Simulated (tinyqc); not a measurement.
Scattering of inversion-layer electrons by surface optical phonons of the gate insulator (remote phonon scattering): one step, computed by the program tinyqc.

One subband with the Fang-Howard envelope; insulator and channel are half-spaces, the gate is far away, and an interlayer only moves the polar surface away by t (its own modes and its permittivity contrast are left out).

Question. Surface modes and strengths. eps(w) = eps_inf + (eps_0s - eps_i) w1^2/(w1^2 - w^2) + (eps_i - eps_inf) w2^2/(w2^2 - w^2). Surface modes solve eps(w) + eps_s = 0, a quadratic in w^2; the strength of a mode is g = 2/(w d eps/dw). Occupation N = 1/(exp(hbar w/(k_B T)) - 1).

Inputs (values chosen for the exercise, modelled on HfO2 on silicon):
```
quantity                                 value  unit
static constant of the insulator eps_0s   21.6     -
intermediate constant eps_i               6.51     -
optical constant eps_inf                  5.02     -
hbar omega_TO1                            12.1   meV
hbar omega_TO2                            48.8   meV
constant of the channel eps_s             11.7     -
temperature T                              300     K
```

Constants: k_B = 8.617333262e-05 eV/K.

Give: hbar omega_SO; strengths g; occupations N; hbar omega g (2 N + 1).

Answer.

hbar omega_SO (meV): 1 16.325, 2 51.046

strengths g: 1 0.024367, 2 0.005412

occupations N: 1 1.1359, 2 0.1612

hbar omega g (2 N + 1) (meV): 1 1.3014, 2 0.3653

The lower mode has the larger hbar omega g N, the prefactor of absorption before the dependence on q: 0.452 and 0.0445 meV.
